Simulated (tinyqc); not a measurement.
The window in starting coverage: bottom-up copper filling of a trench by curvature-enhanced accelerator coverage. Computed by tinyqc, a small Python program. Command: `OMP_NUM_THREADS=1 python tinyqc.py 3014881 3014882 out.jsonl superfill walk`. One thread of a shared host (Intel(R) Xeon(R) Processor @ 2.30GHz), about 0.06 s of CPU time with the checks.

A rectangular trench keeps vertical walls and a flat floor. An accelerator floats on the surface; where area is lost in the corners it is passed on to the floor.

Inputs (values chosen for the exercise, close to those used for damascene copper plating):
```
quantity,value,unit
trench width w,430,nm
aspect ratio h/w,1.6,-
exchange current of the suppressed surface i_0,0.021,mA/cm^2
exchange current of the accelerated surface i_1,1.8,mA/cm^2
transfer coefficient alpha,0.37,-
overpotential eta,0.19,V
adsorption rate k_a,4.9e-05,1/s
cupric ion concentration C,0.41,mol/l
diffusivity D,3.7e-06,cm^2/s
boundary layer delta,39,um
temperature T,298,K
```

Constants: e = 1.602176634e-19 C; N_A = 6.02214076e+23 1/mol; k_B = 8.617333262e-05 eV/K.

Method. Kinetic current i_k = [i_0 (1 - theta) + i_1 theta] exp(alpha eta/(k_B T)), limit i_L = 2 F D C/delta, i = 1/(1/i_k + 1/i_L); velocity v = i Omega/(2F), Omega = 7.11 cm^3/mol, F = e N_A. Depletion inside the trench is ignored. Half width x, floor height y, depth h = aspect ratio x w. dx/dt = -v_s, dy/dt = v_b. d theta_b/dt = k_a (1 - theta_b) + [theta_s v_b + theta_b v_s]/x: the floor takes the accelerator of the wall it covers and keeps its own as it narrows. d theta_s/dt = k_a (1 - theta_s). theta_b is capped at 1. Integrate (tolerance 1e-9) until the walls meet (x = 0.02 w/2) or the floor passes the original mouth y = h. Start: x = w/2, y = 0, theta_b = theta_s = theta_0. Height filled = y/h, opening left = x/(w/2).

Outcome:
```
theta_0,v(1)/v(theta_0),height filled,opening left,time (s)
0.001,57.929,1.0000,0.06794,682.70
0.003,50.139,1.0000,0.07297,651.88
0.010,34.130,1.0000,0.09064,556.28
0.020,23.483,1.0000,0.11174,450.38
0.050,12.216,1.0000,0.13268,276.70
0.100,6.874,1.0000,0.08083,175.86
0.200,3.756,0.8213,0.02000,104.91
0.400,2.063,0.5578,0.02000,58.04
0.800,1.180,0.3581,0.02000,33.24
```

What follows from these numbers?

The fill succeeds for theta_0 from 0.001 to 0.1 among these rows, with the widest margin at 0.05. Too much speeds the walls as well and removes the contrast.
